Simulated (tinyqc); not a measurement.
# Which input was changed?

Model: ion-assisted plasma etching: sheath, surface coverage, synergy and aspect-ratio dependence. Computed by tinyqc, a small Python program. Command: `OMP_NUM_THREADS=1 python tinyqc.py 3028989 3028990 out.jsonl etch which`. One thread of a shared host (Intel(R) Xeon(R) Processor @ 2.30GHz), about 0.08 s of CPU time with the checks.

Radicals adsorb on bare sites; ions remove covered sites with a high yield and bare sites by sputtering; a slow spontaneous reaction acts everywhere, walls included.

Inputs (values chosen for the exercise, close to those used for silicon in a halogen plasma):

| quantity | value | unit |
|---|---|---|
| plasma density n_e | 8.8e+09 | 1/cm^3 |
| electron temperature T_e | 3.8 | eV |
| ion mass M_i | 80 | u |
| sheath voltage V | 70 | V |
| radical density n | 1.1e+14 | 1/cm^3 |
| radical mass M_n | 80 | u |
| gas temperature T_g | 600 | K |
| sticking coefficient s | 0.78 | - |
| radicals per removed unit x | 4 | - |
| yield slope b | 0.13 | eV^(-1/2) |
| threshold E_th | 24 | eV |
| sputter slope b_p | 0.028 | eV^(-1/2) |
| sputter threshold E_p | 34 | eV |
| spontaneous reaction probability k_c | 1.1e-05 | - |
| solid density N | 5e+22 | 1/cm^3 |
| ion temperature T_i | 0.11 | eV |
| aspect ratio A | 25 | - |

Feature: long trench.

Constants: e = 1.602176634e-19 C; u = 1.6605390666e-27 kg; k_B = 1.380649e-23 J/K; eps_0 = 8.8541878128e-12 F/m.

Method:
- Bohm speed u_B = sqrt(e T_e/M_i); ion flux G_i = 0.61 n_e u_B; radical flux G_n = n c/4 with c = sqrt(8 k_B T_g/(pi M_n)).
- Debye length lambda_D = sqrt(eps_0 T_e/(e n_s)) with n_s = 0.61 n_e, T_e in volts; Child-law sheath d = (sqrt2/3) lambda_D (2 V/T_e)^(3/4); ion energy E = V + T_e/2; angular spread = arctan(sqrt(T_i/E)).
- Yields: Y = b (sqrt(E) - sqrt(E_th)) on covered sites, Y_p = b_p (sqrt(E) - sqrt(E_p)) on bare ones (zero below threshold).
- Steady coverage: s G_n (1 - theta) = x Y G_i theta; removal flux = Y G_i theta + Y_p G_i (1 - theta) + k_c G_n; rate = flux/N, 1 cm/s = 6e8 nm/min.
- Lateral rate = k_c G_n/N; anisotropy = 1 - lateral/vertical; synergy = vertical/(ions alone + radicals alone), with ions alone Y_p G_i/N and radicals alone the lateral rate.
- Transmission of a long trench, rough form: K = (1 + ln(1 + A))/(1 + A + ln(1 + A)), walls that scatter diffusely without loss. With a loss probability S = s (1 - theta) at the floor, G_b/G_n = K/(K + S - K S); theta follows G_b, and the two are solved together. Ions are taken to reach the floor unshadowed; G_b replaces G_n in every term of the rate; A is depth over width.

Task: One of these inputs alone was changed, within the range given: plasma density n_e (4.4e+09 to 1.76e+10); sheath voltage V (35 to 140); yield slope b (0.065 to 0.26); ion mass M_i (40 to 160). Which one, and to what value?

Results:

| run | rate at the floor (nm/min) | sheath thickness (um) | floor rate over open-field rate |
|---|---|---|---|
| before | 6.548068 | 1394.302 | 0.9997237 |
| after | 5.467173 | 1243.624 | 0.9997321 |

Result:

Each candidate set to reproduce rate at the floor, and what it then gives:

| candidate | range searched | value needed | sheath thickness (um) | floor rate over open-field rate |
|---|---|---|---|---|
| plasma density n_e (1/cm^3) | 4.4e+09 to 1.76e+10 | 7.312e9 | 1529.6 | 0.99973 |
| sheath voltage V (V) | 35 to 140 | 60.10 | 1243.6 | 0.99973 |
| yield slope b (eV^(-1/2)) | 0.065 to 0.26 | 0.1080 | 1394.3 | 0.99973 |
| ion mass M_i (u) | 40 to 160 | 115.9 | 1394.3 | 0.99973 |

Only sheath voltage V fits every result: it went from 70 to 60.1 V. The next best candidate, ion mass M_i, misses one result by 12 %.

Caution: at this aspect ratio many ions strike the walls, so ion shadowing, left out here, adds to the lag. Caution: the trench transmission is an interpolation between the limits 1 and ln(A)/A, good to tens of per cent.
